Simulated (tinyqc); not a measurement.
Comparisons within one model: Gamma, L and X subbands of a thin body with non-parabolic valleys. A value that a table varies takes the place of the one given here.

Hard walls, flat band, c = hbar^2/2m0, energies from the bulk Gamma edge. For a valley at angle theta to the normal 1/m_z = cos^2/ml + sin^2/mt and m_d = sqrt(ml mt^2/m_z). Subband n starts at E_v + e with e (1 + a e) = c (n pi/t)^2/m_z, and its density-of-states mass is taken as m_d (1 + 2 a e), without further growth at higher in-plane energy. Groups are named by valley and degeneracy.

n_i = g m/(2 pi c) kB T ln(1 + exp((EF - E_i)/kB T)), sum n_i = Ns (1e12/cm^2 = 1e-4/angstrom^2), c = hbar^2/2m0. Quantum capacitance Cq = 1602.176634 sum g m/(2 pi c) f_i in microfarad/cm^2 with f_i = 1/(1 + exp((E_i - EF)/kB T)); Cox = 34.5313/eot (one gate); C/Cox = Cq/(Cq + Cox), the centroid term left out.

Constants: hbar^2/2m0 = 3.80998211 eV angstrom^2; kB = 8.617333262e-05 eV/K.

Values chosen for the exercise (near those of a thin GaAs channel; the results hold for these values, not for the real material):
- face = 100 (surface)
- mG = 0.0674 m0 (Gamma mass)
- aG = 0.57 1/eV (Gamma non-parabolicity)
- EL = 0.294 eV (L edge above Gamma)
- mL = (1.824, 0.077) m0 (L valleys (four, along <111>): ml, mt)
- EX = 0.435 eV (X edge above Gamma)
- mX = (1.275, 0.223) m0 (X valleys (three, along <100>): ml, mt)
- aS = 0.36 1/eV (non-parabolicity of L and X)
- Ns = 11 x 1e12/cm^2 (sheet density)
- T = 300 K (temperature)
- eot = 7 angstrom (equivalent oxide thickness)
- ts = (20, 26, 34, 45, 60, 85, 130) angstrom (thicknesses)
- t = 42 angstrom (body thickness)
- Nl = (0.5, 1, 2, 4, 7, 11, 16) x 1e12/cm^2 (sheet densities)

## Thinning the body

Lowest edge of each valley type, the lowest group, the Gamma share and C/Cox, with n = 1 to 8 of all groups.

Results:
```
t (angstrom)  Gamma (eV)  L (eV)  X (eV)  lowest  Gamma share (%)  C/Cox
20                 0.916   0.964   0.507      X1              0.0  0.766
26                 0.612   0.720   0.478      X1              2.4  0.830
34                 0.394   0.557   0.460      G1             38.5  0.876
45                 0.242   0.449   0.449      G1             57.1  0.866
60                 0.143   0.383   0.443      G1             62.7  0.849
85                 0.074   0.339   0.439      G1             75.2  0.834
130                0.032   0.314   0.437      G1             92.3  0.773
```

How do the results move?

From 130 down to 20 angstrom Gamma rises by 0.88 eV, L by 0.65 and X by 0.07 eV, the light Gamma mass moving most. The lowest group changes from G1 to X1 between 34 and 26 angstrom. The Gamma share goes from 92 % to 0 %. C/Cox is 0.77 and 0.77 at the ends and lies between 0.77 and 0.88. Hard walls overstate the rise in the thinnest rows.

## Raising the sheet density

Fixed thickness, n = 1 to 8 of all groups; the gate overdrive above the lowest edge is (EF - E_lowest)/e + 0.1602177 Ns/Cox in volts.

Results:
```
Ns (1e12/cm^2)  EF - lowest (eV)  Gamma share (%)     Cq  C/Cox  overdrive (V)
0.5                       -0.010             98.5   2.43  0.330          0.006
1.0                        0.015             98.1   3.92  0.443          0.048
2.0                        0.049             96.5   5.57  0.530          0.114
4.0                        0.096             89.1   8.45  0.631          0.226
7.0                        0.136             71.8  17.52  0.780          0.363
11.0                       0.162             54.4  33.45  0.871          0.519
16.0                       0.181             41.8  52.72  0.914          0.701
```

How do the results move?

The lowest subband is G1 n=1. At the highest density band filling takes 0.181 V of the 0.701 V overdrive. Cq grows from 2.4 to 52.7 microfarad/cm^2, helped by heavier valleys that begin to fill: the Gamma share falls from 99 % to 42 %.

## What each parameter does

n = 1 to 8 of all groups. Each row changes one parameter from the base and keeps the others.

Results:
```
case                   lowest edge (eV)  EF (eV)  Gamma share (%)  C/Cox
base                              0.274    0.436             54.4  0.871
t = 50 angstrom                   0.200    0.391             59.8  0.858
mG = 0.0775 m0                    0.242    0.425             68.8  0.841
aG = 0.4 1/eV                     0.284    0.439             48.7  0.880
EL = 0.244 eV                     0.274    0.402             43.0  0.886
Ns = 16.5 x 1e12/cm^2             0.274    0.456             40.8  0.917
eot = 5 angstrom                  0.274    0.436             54.4  0.829
T = 250 K                         0.274    0.445             57.4  0.880
```

What can be read from the table?

The largest shifts from the base row, up to three for each result and ties (the steps differ in size, so this ranks the rows, not the parameters). lowest edge (eV): t -0.073, mG -0.032, aG +0.010; unchanged at the printed digits by EL, Ns, eot and T. EF (eV): t -0.045, EL -0.034, Ns +0.020; unchanged at the printed digits by eot. Gamma share (%): mG +14.3, Ns -13.6, EL -11.4; unchanged at the printed digits by eot. C/Cox: Ns +0.046, eot -0.043, mG -0.030.

(tinyqc, `OMP_NUM_THREADS=1 python tinyqc.py 1280528 1280529 out.jsonl`, Intel(R) Xeon(R) Processor @ 2.30GHz, 1 thread, shared host, about 0.05 s.)
